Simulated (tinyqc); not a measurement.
Undoped symmetric double-gate MOSFET, analytic potential model: one step of the calculation.

An undoped body of thickness ts between two equal insulators and tied gates; long channel, electrons only, n = ni exp((psi - V)/Vt) with V the quasi-Fermi potential (0 at the source, Vd at the drain), constant mobility, no quantisation. Across the body psi(x) = V - 2 Vt ln[(ts/(2 beta)) sqrt(q ni/(2 eps0 eps_r Vt)) cos(2 beta x/ts)], x from the centre. Q is the electron charge per area of the whole body.

Problem. Constants of the body. ni = sqrt(Nc Nv) exp(-Eg/(2 Vt)), Eg in volts; r = eps_r tox/(eox ts); V0 = dphi + 2 Vt ln[(2/ts) sqrt(2 eps0 eps_r Vt/(q ni))].

Inputs (values chosen for the exercise); material values those of a made-up semiconductor:
```
symbol    value   unit                                             meaning
T           325      K                                         temperature
Eg         1.12     eV                                            band gap
eps_r        15                 relative permittivity of the semiconductor
Nc      2.57e19  cm^-3              conduction-band density of states at T
Nv       3.6e19  cm^-3                 valence-band density of states at T
eox        22.5                relative permittivity of the gate insulator
tox         7.9     nm                                 insulator thickness
ts           25     nm                                      body thickness
dphi          0      V  gate work function less that of the intrinsic body
```

Constants: q = 1.602176634e-19 C, kB = 1.380649e-23 J/K, Vt = kB T/q, eps0 = 8.8541878128e-14 F/cm where lengths are in cm. Results are converted to the units shown.

Find: ni; r; V0.

Solution.

ni = 6.298e10 cm^-3
r = 0.2107
V0 = 0.4304 V

Program tinyqc, `OMP_NUM_THREADS=1 python tinyqc.py 2440162 2440163 out.jsonl`; Intel Xeon 2.30GHz, shared host, one thread, about 0.02 s.
